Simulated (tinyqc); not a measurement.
From results to parameters: minimal-basis H2. Computed by the program tinyqc with PySCF.

Problem. For two electrons in the two orbitals of minimal-basis H2, the CIS energies are e2 - e1 - J12 + 2 K12 and e2 - e1 - J12, and E_corr = D - sqrt(D^2 + K12^2) with 2D the energy of the double excitation. Find J12, K12, D, the MP2 energy and the weight of the double excitation.

orbital gap e2 - e1 = 0.43013855 hartree
CIS singlet and triplet energies (hartree): 0.400931  -0.099948
FCI correlation energy = -0.13970646 hartree

Solution. Half the singlet-triplet splitting is K12, the gap less the triplet energy is J12, D = (E_corr^2 - K12^2)/(2 E_corr), MP2 is -K12^2/(2 gap), and the weight is c^2/(1 + c^2) with c = E_corr/K12.

J12, K12, D (hartree): 0.5301  0.2504  0.1546
MP2 correlation energy = -0.07291 hartree
weight of the double excitation = 0.237
